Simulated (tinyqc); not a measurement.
Worked calculation: critical temperature from a phonon spectrum: McMillan, Allen-Dynes and the linearised Eliashberg equation. Computed by tinyqc, a small Python program that keeps every step. Command: `OMP_NUM_THREADS=1 python tinyqc.py 3002304 3002305 out.jsonl eliashberg walk`. One thread of a shared host (Intel(R) Xeon(R) Processor @ 2.30GHz), about 0.01 s of CPU time with the checks. Intermediate numbers are printed to about 6 digits and carried at full precision; extremes and crossings named in words are read from the listed rows.

alpha^2 F(omega) = sum_i (lambda_i omega_i/2) delta(omega - omega_i), so that lambda = 2 int alpha^2 F/omega d omega = sum_i lambda_i.

Inputs (values chosen for the exercise, for a model metal):
```
quantity                                value  unit
peak energy omega_1                      36.4   meV
coupling lambda_1                       0.694     -
peak energy omega_2                      61.7   meV
coupling lambda_2                       0.518     -
peak energy omega_3                       144   meV
coupling lambda_3                        1.35     -
Coulomb pseudopotential mu*               0.1     -
trial temperature                          82     K
Matsubara points N in the small matrix      4     -
```

Peaks in alpha^2 F: three.

Constants: k_B = 8.617333262e-05 eV/K.

## Moments of the spectrum

omega_log = exp(sum lambda_i ln omega_i / lambda); omega_rms = sqrt(sum lambda_i omega_i^2 / lambda).

lambda = 2.562

omega_log = 83.5902 meV

omega_rms = 109.796 meV

## McMillan and Allen-Dynes

McMillan form: k_B T_c = (omega_log/1.2) exp[-1.04 (1 + lambda)/(lambda - mu* (1 + 0.62 lambda))]. Allen-Dynes multiplies it by f1 f2: f1 = [1 + (lambda/L1)^(3/2)]^(1/3), L1 = 2.46 (1 + 3.8 mu*); f2 = 1 + (omega_rms/omega_log - 1) lambda^2/(lambda^2 + L2^2), L2 = 1.82 (1 + 6.3 mu*) omega_rms/omega_log.

T_c, McMillan form = 161.833 K

f1 = 1.18300

f2 = 1.09462

T_c, Allen-Dynes = 209.564 K

The two corrections raise T_c by 29.5 %. Caution: for lambda above about 1.5 the plain McMillan form saturates and falls short. Caution: a phonon-mediated T_c this high is known only in hydrides under high pressure.

## The small kernel at the trial temperature

Linearised Eliashberg equation at omega_n = (2n + 1) pi k_B T, n = 0..N-1: lambda(j) = sum_i lambda_i omega_i^2/(omega_i^2 + (2 pi j k_B T)^2); K_mn = lambda(m - n) + lambda(m + n + 1) - 2 mu*(N) - delta_mn [2m + 1 + lambda(0) + 2 sum_(j=1..m) lambda(j)], with 1/mu*(N) = 1/mu* + ln(omega_rms/omega_N), omega_N = (2N + 1) pi k_B T. T_c is where the largest eigenvalue rho of K is zero.

lambda(j), j = 0, 1, ...: 2.56200  1.85306  1.24659  0.86729  0.61927  0.45513  0.34437  0.26763

mu*(N) = 0.106368

K:
```
        1        2         3         4
1  0.6403   2.8869    1.9011    1.2738
2  2.8869  -6.0516    2.2596    1.4890
3  1.9011   2.2596  -10.9569    1.9847
4  1.2738   1.4890    1.9847  -14.8790
```

## Largest eigenvalue of the small kernel

K is the kernel of the linearised Eliashberg equation on the Matsubara points omega_n = (2n + 1) pi k_B T; T_c is where its largest eigenvalue rho is zero. Diagonalise K; at rho = 0 the eigenvector c is the gap function Delta_n/omega_n up to a factor; away from it Delta_n/Delta_0 = (2n + 1) c_n/c_0 is only an estimate.

largest eigenvalue rho = 2.48038

Delta_n/Delta_0: 1.00000  1.27153  1.16448  0.95453

rho > 0: in this small matrix the trial temperature lies below T_c.

## Critical temperature from the full kernel

N is the smallest integer at or above 8 omega_max/(2 pi k_B T_AD), omega_max the highest peak and T_AD the Allen-Dynes value.

N used = 11

T_c, Eliashberg = 221.198 K

k_B T_c/omega_log = 0.228034

Allen-Dynes/Eliashberg = 0.947401

McMillan/Eliashberg = 0.731618

## Scaling the whole coupling

All lambda_i are multiplied by s. The last column is the large-lambda limit for mu* = 0, k_B T_c = 0.1827 omega_rms sqrt(lambda).

T_c (K):
```
s    lambda  McMillan  Allen-Dynes  Eliashberg  large-lambda limit
0.6  1.5372   113.138      128.846     128.089             288.613
0.8  2.0496   141.852      172.214     177.983             333.261
1.0  2.5620   161.833      209.564     221.198             372.598
1.3  3.3306   182.307      258.861     276.681             424.827
1.7  4.3554   199.833      316.440     338.965             485.808
2.3  5.8926   215.768      390.784     416.239             565.072
3.2  8.1984   229.208      483.927     511.582             666.523
```

McMillan/Eliashberg runs from 0.88 at lambda = 1.54 to 0.45 at 8.20: the exponential form levels off at large lambda, while the true T_c keeps rising (exponent 0.62 between the last rows, tending to 1/2). Allen-Dynes stays within about 7 % over the table. The last row reaches 77 % of the mu* = 0 limit; with mu* above zero T_c stays below that line at any lambda.

## Isotope exponent

T_c ~ M^(-a). All omega_i scale as M^(-1/2) at fixed lambda, but mu* = mu/(1 + mu ln(E_F/omega)) changes: d mu*/d ln omega = mu*^2. In the McMillan form a = (1/2) [1 - 1.04 (1 + lambda)(1 + 0.62 lambda) mu*^2/(lambda - mu* (1 + 0.62 lambda))^2].

isotope exponent a = 0.490962

The exponent is close to the BCS value 1/2.

Checks made by the program: one-point kernel at mu* = 0: rho = lambda(1) - 1 (relative difference below 1e-10); T_c against the Allen-Dynes fit (relative difference 5e-02).
